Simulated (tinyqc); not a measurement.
From results back to parameters: tunnelling through a thin dielectric with one trap, as a tight-binding chain. Three cases, with inputs chosen for the exercise.

Problem. A resonance has full width Gamma_L + Gamma_R and peak height 4 Gamma_L Gamma_R/(Gamma_L + Gamma_R)^2. The values come from hidden widths.

Find: larger and smaller width.

Method. The widths are (W/2)(1 +/- sqrt(1 - peak)); which belongs to which lead the line shape cannot tell.

Case 1.

full width = 47.2000 meV
peak height = 0.00147785

Solution.

larger and smaller width (meV): 47.2  0.0174

Case 2.

full width = 0.488349 meV
peak height = 0.247830

Solution.

larger and smaller width (meV): 0.456  0.0324

Case 3.

full width = 0.305828 meV
peak height = 0.000829767

Solution.

larger and smaller width (meV): 0.306  6.35e-05

Computed by tinyqc, one run a case: `OMP_NUM_THREADS=1 python tinyqc.py N N+1 out.jsonl` with N = 1451982, 1451987, 1452054; one thread of a shared Intel(R) Xeon(R) Processor @ 2.30GHz, about 0.1 s a run at most.
